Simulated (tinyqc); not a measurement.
Minority-electron transport through the base of a bipolar transistor (Moll-Ross and Kroemer integrals). From one set of inputs to another, one input at a time. Computed by tinyqc, a small Python program. Command: `OMP_NUM_THREADS=1 python tinyqc.py 3008749 3008750 out.jsonl base ladder`. One thread of a shared host (Intel(R) Xeon(R) Processor @ 2.30GHz), about 0.01 s of CPU time with the checks.

Low injection, one dimension, x from the emitter edge (0) to the collector edge (W), s = x/W. Recombination is treated as a small correction (valid for tau_B well below tau_n), computed from the stored charge.

The inputs printed are set A. Set A is modelled on InP; the values taken over come from a set modelled on GaAs. Inputs not listed in the table keep their values of set A, so the rows need not describe a real material.

Inputs (values chosen for the exercise, modelled on InP):
```
quantity                                     value        unit
intrinsic density n_i at the emitter edge  1.4e+07      1/cm^3
base doping at the emitter edge N_0        1.3e+18      1/cm^3
base width W                                   440          nm
mu_min                                         670  cm^2/(V s)
mu_max                                        4430  cm^2/(V s)
N_ref                                      1.1e+17      1/cm^3
electron lifetime tau_n                        250          ns
emitter Gummel number G_E                  1.4e+14      s/cm^4
base-emitter voltage V_BE                     0.91           V
temperature T                                  300           K
gap narrowing across the base dE_g              97         meV
```

Base doping profile: uniform. Gap grading: linear. Exit of the base: infinite sink.

Constants: k_B = 8.617333262e-05 eV/K; e = 1.602176634e-19 C.

Method:
- N(x) = N_0; n_i(x)^2 = n_i^2 exp(s dE_g/k_B T); D(x) = (k_B T/e) mu, mu = mu_min + (mu_max - mu_min)/(1 + (N/N_ref)^0.7).
- With y(x) = N n_i^2/(D n_i(x)^2): base Gummel number G_B = int_0^W y dx; J_C = e n_i^2 exp(e V_BE/k_B T)/G_B; n(x) = (J_C/e)(n_i(x)^2/(N n_i^2)) [int_x^W y dx]; transit time tau_B = (e/J_C) int n dx; trapezoid rule on 401 even points.
- Emitter-limited gain beta_E = G_E/G_B; recombination-limited gain beta_R = tau_n/tau_B; 1/beta = 1/beta_E + 1/beta_R; f_T from the base alone = 1/(2 pi tau_B).

Each row keeps all changes above it:
```
input moved                                      from       to  current gain beta  collector current density J_C (A/cm^2)  base Gummel number G_B (s/cm^4)
set A                                               -        -              296.4                                  0.1307                        4.656e+11
emitter Gummel number G_E (s/cm^4)            1.4e+14  1.5e+14              317.3                                  0.1307                        4.656e+11
base doping at the emitter edge N_0 (1/cm^3)  1.3e+18  2.4e+18              148.3                                  0.0606                        1.003e+12
electron lifetime tau_n (ns)                      250      5.6              109.0                                  0.0606                        1.003e+12
mu_min (cm^2/(V s))                               670     1300              167.0                                  0.0930                        6.545e+11
mu_max (cm^2/(V s))                              4430     7090              195.4                                  0.1087                        5.596e+11
base-emitter voltage V_BE (V)                    0.91     0.81              195.4                                  0.0023                        5.596e+11
gap narrowing across the base dE_g (meV)           97       21               79.7                                  0.0009                        1.472e+12
```

Which inputs carry the difference?

Current gain beta goes from 296 to 79.7, a factor 0.269 in all. The largest single move comes from gap narrowing across the base dE_g (a factor 0.408), and mu_min works against it (a factor 1.53). Collector current density J_C goes from 0.131 to 8.64e-4, a factor 0.00661 in all. The largest single move comes from base-emitter voltage V_BE (a factor 0.0209), and mu_min works against it (a factor 1.53). Base Gummel number G_B goes from 4.66e11 to 1.47e12, a factor 3.16 in all. The largest single move comes from gap narrowing across the base dE_g (a factor 2.63), and mu_min works against it (a factor 0.652). The single moves hold for this order of the switches; the total does not depend on the order.

Extremes, crossings and ranges named in words are read from the listed rows.
